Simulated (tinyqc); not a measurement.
From results back to parameters: delta-doped layer in the Thomas-Fermi potential. Two cases, with inputs chosen for the exercise.

Problem. The depth of the well was computed from a hidden sheet density.

All donors ionised in the plane z = 0, zero temperature, energies from the Fermi level EF of the Thomas-Fermi model, which lies at the bulk band edge; c = hbar^2/2m0, q = e^2/(4 pi eps0). Layer in a (001) plane: two valleys with m_z = ml, m_d = mt (unprimed) and four with m_z = mt, m_d = sqrt(ml mt) (primed); m3 = (ml mt^2)^(1/3), gv = 6. With n = (gv/3 pi^2)(m3 (-V)/c)^(3/2) and V'' = -(4 pi q/eps) n for z > 0, the solution is V = -b/(|z| + z0)^4 with sqrt(b) = 20/K, K = (4 pi q/eps)(gv/3 pi^2)(m3/c)^(3/2), and z0^5 = 4b/(e F0), e F0 = 2 pi q N/eps; 1e13/cm^2 = 1e-3/angstrom^2. Exchange and correlation are left out.

Constants: hbar^2/2m0 = 3.80998211 eV angstrom^2; e^2/(4 pi eps0) = 14.39964547 eV angstrom.

Find: b; z0; N.

Method. b does not depend on N; z0 = (b/depth)^(1/4), e F0 = 4b/z0^5 and N = eps e F0/(2 pi q).

Case 1.

Values chosen (out of a larger set: near those of a delta-doped layer in Si; not measured data): ml = 0.912 m0 (longitudinal mass); mt = 0.191 m0 (transverse mass); eps = 11.5 (dielectric constant).

depth = 0.488978 eV

Solution.

b = 6.540e+04 eV angstrom^4
z0 = 19.12 angstrom
N = 13.0 x 1e13/cm^2

Case 2.

Values chosen (out of a larger set: near those of a delta-doped layer in Si; not measured data): ml = 0.904 m0 (longitudinal mass); mt = 0.194 m0 (transverse mass); eps = 11.9 (dielectric constant).

depth = 0.450400 eV

Solution.

b = 6.848e+04 eV angstrom^4
z0 = 19.75 angstrom
N = 12.0 x 1e13/cm^2

Computed by tinyqc, one run a case: `OMP_NUM_THREADS=1 python tinyqc.py N N+1 out.jsonl` with N = 1280693, 1280713; one thread of a shared Intel(R) Xeon(R) Processor @ 2.30GHz, about 0.2 s a run at most.
